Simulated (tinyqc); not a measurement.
Band bending at a free surface with a continuum of surface states, surface photovoltage and Kelvin probe: one step of the calculation.

n-type bulk, xi = Ec - EF = Vt ln(Nc/Nd), p0 = ni^2/Nd, ni = sqrt(Nc Nv) exp(-Eg/(2 Vt)), Eg in volts. b is the upward band bending, u = b/Vt. Space charge per area, in units of q: Qc = sign(b) sqrt((2 eps0 eps_r Vt/q) [(Nd + dn)(exp(-u) - 1) + Nd u + (p0 + dn)(exp(u) - 1)]), with dn the excess density under light (flat quasi-Fermi levels; 0 in the dark). The states hold -Ds (E0 - xi - b): negative while the Fermi level lies above the neutrality level. Neutrality: Qc + Qf + (charge of the states) = 0.

Question. Band bending in the dark. Fixed-point step: b(new) = E0 - xi - (Qc(b) + Qf)/Ds.

Values chosen for this exercise; band and dielectric values close to those of gallium arsenide: temperature T = 300 K; band gap Eg = 1.4 eV; relative permittivity eps_r = 12.8; conduction-band density of states at T Nc = 4.45e17 cm^-3; valence-band density of states at T Nv = 9.05e18 cm^-3; donor density Nd = 1.3e15 cm^-3; fixed positive charge at the surface Qf = 0 cm^-2; density of surface states Ds = 2.3e11 cm^-2 eV^-1; depth of their neutrality level below the conduction edge E0 = 0.72 eV.

Constants: q = 1.602176634e-19 C, kB = 1.380649e-23 J/K, Vt = kB T/q, eps0 = 8.8541878128e-14 F/cm where lengths are in cm. Results are converted to the units shown.

b after iteration 1 = 0.18062550 V

Give: b after iteration 2.

Answer.

b after iteration 2 = 0.33715 V

tinyqc, about 0.01 s, one thread, Intel Xeon 2.30GHz (shared host): `OMP_NUM_THREADS=1 python tinyqc.py 2430163 2430164 out.jsonl`
